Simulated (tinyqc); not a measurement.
Energy relaxation with and without hot phonons: decay of LO phonons and the hot-phonon bottleneck in the cooling of electrons. Computed by tinyqc, a small Python program. Command: `OMP_NUM_THREADS=1 python tinyqc.py 3001017 3001018 out.jsonl hotphonon walk`. One thread of a shared host (Intel(R) Xeon(R) Processor @ 2.30GHz), about 0.01 s of CPU time with the checks.

n(E, T) = 1/(exp(E/(k_B T)) - 1) is the Bose occupation. Electrons have a temperature T_e; the LO modes within their reach share one occupation N; the decay products stay at the lattice temperature.

Inputs (values chosen for the exercise, modelled on gallium arsenide):
```
quantity                                            value    unit
LO energy hbar omega                                 35.6     meV
lifetime at T = 0, tau_0                               11      ps
weight b of the three-phonon channel                0.044       -
lattice temperature T                                 250       K
electron mass m*                                   0.0702     m_0
eps_inf                                              10.7       -
static dielectric constant eps_s                     12.7       -
electron density n                                  1e+17  1/cm^3
density of LO modes that the electrons reach, N_m   7e+19  1/cm^3
```

Decay channel: two equal phonons plus a three-phonon channel.

Constants: k_B = 8.617333262e-05 eV/K; c = 299792458 m/s; e^2/(4 pi eps_0) = 14.39964548 eV angstrom; hbar^2/(2 m_0) = 3.80998212 eV angstrom^2; hbar = 6.582119569e-16 eV s; e = 1.602176634e-19 C; k_B = 1.380649e-23 J/K.

Method:
- Decay rate 1/tau = (1/tau_0) [1 + 2 n_2 + b (1 + 3 n_3 + 3 n_3^2)]/(1 + b), n_2 = n(hbar omega/2), n_3 = n(hbar omega/3).
- Full width Gamma = 1/(2 pi c tau) in 1/cm, c in cm/s.
- Froehlich coupling alpha = (e^2/(4 pi eps_0)) (1/eps_inf - 1/eps_s) k_0/(2 hbar omega), k_0 = sqrt(m* hbar omega/(hbar^2/(2 m_0))); emission time tau_sp = hbar/(2 alpha hbar omega); bottleneck ratio r = (n/N_m) tau/tau_sp.
- Net emission per electron: [(N + 1) x - N]/tau_sp with x = exp(-hbar omega/(k_B T_e)), a simple two-level balance; steady state of the modes: n [(N + 1) x - N]/tau_sp = N_m (N - N_0)/tau; power per electron P = hbar omega [(N + 1) x - N]/tau_sp.
- P(T_e) = (hbar omega/tau_sp) [(N_0 + 1) x - N_0]/[1 + r (1 - x)], and r = 0 without hot phonons; energy relaxation time tau_E = (3/2) k_B (T_e - T)/P.

emission time tau_sp = 121.266 fs

equilibrium LO occupation N_0 = 0.236971

bottleneck ratio r = 0.0447232

phonon lifetime tau = 3.79639 ps

Cooling:
```
T_e (K)  P, cold phonons (nW)  P, hot phonons (nW)   ratio  tau_E (ps)        N
280                    2.1589               2.0869  1.0345     0.29771  0.23896
330                    5.4919               5.3219  1.0319     0.31131  0.24203
400                    9.5669               9.2991  1.0288     0.33406  0.24581
550                    16.306               15.930  1.0236     0.39003  0.25212
750                    22.394               21.977  1.0189     0.47116  0.25787
1050                   28.110               27.707  1.0145     0.59796  0.26332
1550                   33.423               33.076  1.0105     0.81395  0.26842
2250                   37.276               36.998  1.0075      1.1195  0.27215
```

Reabsorption cuts the loss by a factor 1.03 at the lowest T_e and 1.01 at the highest; the factor is 1 + r (1 - x) with r = 0.0447. tau_E runs from 0.30 to 1.1 ps, with its shortest value, 0.30 ps, at T_e = 280 K, against tau_sp = 120 fs and a phonon lifetime of 3.8 ps. Pauli blocking is left out, as are upper valleys and non-parabolic bands, which can matter above about 1000 K.

Extremes, crossings and ranges named in words are read from the listed rows.
